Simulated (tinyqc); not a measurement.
On-chip power grid, static voltage drop by conjugate gradients: one step of the calculation.

A grid of 3 rows and 3 columns, node k = 3 row + column. Neighbours in a row are joined by Rx, in a column by Ry; pad nodes, which reach the supply through Rp: 0, 8. Each node draws I0, node 1 draws kh I0. The drops u = Vdd - V solve G u = i, with G the conductance matrix (1/Rp added on the diagonal at pad nodes).

Problem. Worst drop, pad currents and power lost. Pad current u/Rp; worst drop as a share of Vdd; power lost in the grid and pads sum_k i_k u_k; power delivered sum_k i_k (Vdd - u_k).

Inputs (values chosen for the exercise): supply voltage Vdd = 0.75 V; resistance from a pad node to the supply Rp = 0.19 ohm; load current of an ordinary node I0 = 3.2 mA; factor on the load at the hot node kh = 1.

converged u (mV):
```
           col 0      col 1      col 2
row 0  2.7360000  5.2601600  6.3002880
row 1  6.1721600  6.3201280  6.1721600
row 2  6.3002880  5.2601600  2.7360000
```

Find: worst drop; share of Vdd; pad currents; power lost; power delivered.

Solution.

worst drop = 6.3201 mV
share of Vdd = 0.84268 %
pad currents (mA): node 0 14.400, node 8 14.400
power lost = 0.15122 mW
power delivered = 21.449 mW

The pad currents add up to the total load, 28.80 mA. The worst drop is at node 4.

Computed by the program tinyqc: `OMP_NUM_THREADS=1 python tinyqc.py 2770223 2770224 out.jsonl`, one thread of a shared Intel Xeon 2.30GHz, about 0.1 s for the whole run.
